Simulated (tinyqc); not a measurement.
Grain-boundary diffusion: Harrison regimes, Fisher and Le Claire analysis, Hart average: one step, computed by the program tinyqc.

A boundary is a slab of width delta with diffusivity D_b, normal to a surface held at constant concentration; it leaks into grains of diffusivity D.

Task: Diffusivities. D = D0 exp(-E/(k_B T)), D_b = D0b exp(-E_b/(k_B T)). Triple product P = s delta D_b.

Inputs (values chosen for the exercise, for a model polycrystal):

| quantity | value | unit |
|---|---|---|
| lattice prefactor D0 | 1e-05 | m^2/s |
| lattice activation energy E | 2.76 | eV |
| boundary prefactor D0b | 3.1e-06 | m^2/s |
| boundary activation energy E_b | 1.59 | eV |
| boundary width delta | 0.87 | nm |
| segregation factor s | 1 | - |
| temperature T | 828 | K |

Constants: k_B = 8.617333262e-05 eV/K.

Give: D; D_b; triple product P.

Result:

D = 1.5876e-22 m^2/s

D_b = 6.5092e-16 m^2/s

triple product P = 5.6630e-25 m^3/s
